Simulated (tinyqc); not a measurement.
Dopants and charged point defects at anneal temperature: Fermi-level effect, clustering and pairing: one step, computed by the program tinyqc.

Boltzmann statistics and full ionisation of active dopants. Energies are counted from the valence band; the defect (a vacancy or self-interstitial) has five charge states, with all degeneracy factors one.

Question. Dopant diffusivity. If every charge state of the defect carries the dopant equally well, D = D_i x enhancement x h x (active share A/N, a rough stand-in that overstates the dA/dN which immobile clusters call for), D_i being an input held fixed when T or H_f is moved; diffusion length 2 sqrt(D t).

Inputs (values chosen for the exercise, with bands modelled on 4H-SiC):

| quantity | value | unit |
|---|---|---|
| anneal temperature T | 1400 | K |
| total dopant density N | 3.7e+20 | cm^-3 |
| intrinsic dopant diffusivity D_i | 1.5e-14 | cm^2/s |
| anneal time t | 1000 | s |

Dopant: acceptor. Second part: pairing with a mobile impurity.

enhancement over intrinsic = 425.6763

field enhancement h = 2.000000

active density A = 3.70e+20 cm^-3

Give: effective diffusivity D; D/D_i; diffusion length.

Answer.

effective diffusivity D = 1.277e-11 cm^2/s

D/D_i = 851.4

diffusion length = 2260 nm

Caution: so large an enhancement assumes that highly charged defects carry the dopant as well as neutral ones; measured enhancements are far smaller.
